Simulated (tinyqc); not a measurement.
## Undoped gate-all-around wire MOSFET, analytic charge model: effect of the temperature

An undoped round wire of radius R under an insulator shell and a surrounding gate; long channel, electrons only, n = ni exp((psi - V)/Vt) with V the quasi-Fermi potential (0 at the source, Vd at the drain), constant mobility, no quantisation. The radial Poisson equation gives n(r) = n(0)/(1 - (1 - b) r^2/R^2)^2 with b = Q0/(Q + Q0). Q is the electron charge per area of the wire surface.

Nc and Nv are given at 300 K and scale as (T/300 K)^1.5; Eg and mu are held fixed. ni = sqrt(Nc Nv) exp(-Eg/(2 Vt)), Eg in volts; Cox = eps0 eox/(R ln(1 + tox/R)); Q0 = 4 eps0 eps_r Vt/R; V0 = dphi + Vt ln[8 eps0 eps_r Vt/(q ni R^2)]. Q solves Vg - V0 - V = Q/Cox + Vt ln(Q/Q0) + Vt ln(1 + Q/Q0). I = mu (2 pi R/L)[2 Vt (Qs - Qd) + (Qs^2 - Qd^2)/(2 Cox) + Vt Q0 ln((Qd + Q0)/(Qs + Q0))], with Qs at V = 0 and Qd at V = Vd.  I(low) is taken at Vg = 0.35 V, Qs and I(high) at Vg = 1.1 V.

Parameters, values chosen for the exercise; material values those of a made-up semiconductor: band gap Eg = 1.41 eV; relative permittivity of the semiconductor eps_r = 9.9; conduction-band density of states at the reference temperature Nc = 2.6e19 cm^-3; valence-band density of states at the reference temperature Nv = 2.95e19 cm^-3; relative permittivity of the gate insulator eox = 7.72; insulator thickness tox = 2 nm; wire radius R = 20 nm; gate work function less that of the intrinsic body dphi = 0.01 V; channel mobility mu = 620 cm^2/(V s); gate length L = 0.2 um; drain voltage Vd = 0.3 V.

Constants: q = 1.602176634e-19 C, kB = 1.380649e-23 J/K, Vt = kB T/q, eps0 = 8.8541878128e-14 F/cm where lengths are in cm. Results are converted to the units shown.

Result of one run:
```
T (K)  V0 (V)  I(low) (nA)  Qs(high) (nC/cm^2)  I(high) (uA)
340    0.5789       0.2374                1202         89.60
```

What becomes of these results when the temperature T is changed from 340 to 430 K, all else the same?

Result of the changed run:
```
T (K)  V0 (V)  I(low) (nA)  Qs(high) (nC/cm^2)  I(high) (uA)
430    0.5385        5.767                1226         94.29
```

The whole series:
```
T (K)  V0 (V)  I(low) (nA)  Qs(high) (nC/cm^2)  I(high) (uA)
220    0.6310     8.953e-5                1193         85.30
250    0.6182     0.001242                1192         86.09
280    0.6052      0.01013                1193         87.09
310    0.5921      0.05647                1197         88.27
340    0.5789       0.2374                1202         89.60
370    0.5655       0.8050                1209         91.06
400    0.5520        2.305                1217         92.63
430    0.5385        5.767                1226         94.29
```

As T goes from 220 to 430 K, I(low) rises from 8.95e-5 to 5.77 nA and I(high) rises from 85.3 to 94.3 uA. V0 falls from 0.631 to 0.538 V. In every row the surface density at the source at the higher gate voltage passes 0.3 Nc, where Boltzmann statistics fail. In every row mu V/L at the higher gate voltage, with V the smaller of Vd and Vg - V0, passes 3e6 cm/s, so velocity saturation would lower the current. In every row the mobility is held fixed, though a real one changes with T.

Numbers from tinyqc (`OMP_NUM_THREADS=1 python tinyqc.py 2460125 2460126 out.jsonl`; about 0.08 s on one thread of a shared Intel Xeon 2.30GHz).
